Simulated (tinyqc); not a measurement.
# Biaxially strained (001) channel, valley splitting in an inversion layer: effect of the inversion density

A thin layer grown on a relaxed buffer is stretched in the plane. The two valleys with their long axis along the growth direction (D2) sink against the four in-plane ones (D4); confinement in a triangular well splits them too. Only the lowest subband of each set is kept; one relaxation time, so the weakening of intervalley scattering is left out.

e_par = b1 x, e_perp = -2 (c12/c11) e_par, splitting D = Xu (e_par - e_perp), in-plane stress (c11 + c12 - 2 c12^2/c11) e_par. Levels E(m) = 2.33811 (hbar^2 q^2 F^2/(2 m))^(1/3): E2 = E(ml), E4 = E(mt) + D; N2 = 2 mt kB T/(pi hbar^2), N4 = 4 sqrt(mt ml) kB T/(pi hbar^2). EF solves Ns = N2 ln(1 + exp((EF - E2)/Vt)) + N4 ln(1 + exp((EF - E4)/Vt)); f2 is the share in D2, and 1/mc = f2/mt + (1 - f2)(1/mt + 1/ml)/2. The gain is mc(x = 0)/mc.

Parameters, values chosen for the exercise; values close to those of silicon on relaxed silicon-germanium: temperature T = 350 K; germanium share of the relaxed buffer x = 0.16; lattice mismatch per unit x b1 = 0.0418; elastic constant c11 = 164 GPa; elastic constant c12 = 62.4 GPa; shear deformation potential Xu = 8.99 eV; longitudinal mass ml = 0.917 m0; transverse mass mt = 0.184 m0; confining field F = 0.31 MV/cm.

Constants: q = 1.602176634e-19 C, kB = 1.380649e-23 J/K, hbar = 1.054571817e-34 J s, m0 = 9.1093837015e-31 kg, Vt = kB T/q, hbar^2/(2 m0) = 0.0380998212 eV nm^2. Results are converted to the units shown.

The same in every row: D (meV) = 105.9.

Result of one run:
```
f2 without strain      f2  mc (m0)   gain
0.5294             0.9638   0.1867  1.214
```

Which inversion density Ns gave this result: 1.4e12, 5.4e12, 1e13 or 2e13 cm^-2?

Ns = 5.4e12 cm^-2.

The whole series:
```
Ns (cm^-2)  f2 without strain      f2  mc (m0)   gain
2e11                   0.5913  0.9796   0.1855  1.185
3.9e11                 0.5888  0.9791   0.1855  1.187
7.5e11                 0.5842  0.9783   0.1856  1.189
1.4e12                 0.5759  0.9768   0.1857  1.193
2.8e12                 0.5588  0.9730   0.1860  1.201
5.4e12                 0.5294  0.9638   0.1867  1.214
1e13                   0.4848  0.9386   0.1886  1.228
2e13                   0.4142  0.8401   0.1966  1.222
```

As Ns goes from 2e11 to 2e13 cm^-2, f2 falls from 0.980 to 0.840 (without strain: it falls from 0.591 to 0.414) and the gain goes from 1.19 through a maximum of 1.23 (at Ns = 1e13 cm^-2 among the rows listed) to 1.22. For Ns = 5.4e12 to 2e13 cm^-2 the second D2 subband, left out here, lies within 2 Vt of EF or below it.

Numbers from tinyqc (`OMP_NUM_THREADS=1 python tinyqc.py 2530130 2530131 out.jsonl`; about 0.01 s on one thread of a shared Intel Xeon 2.30GHz).
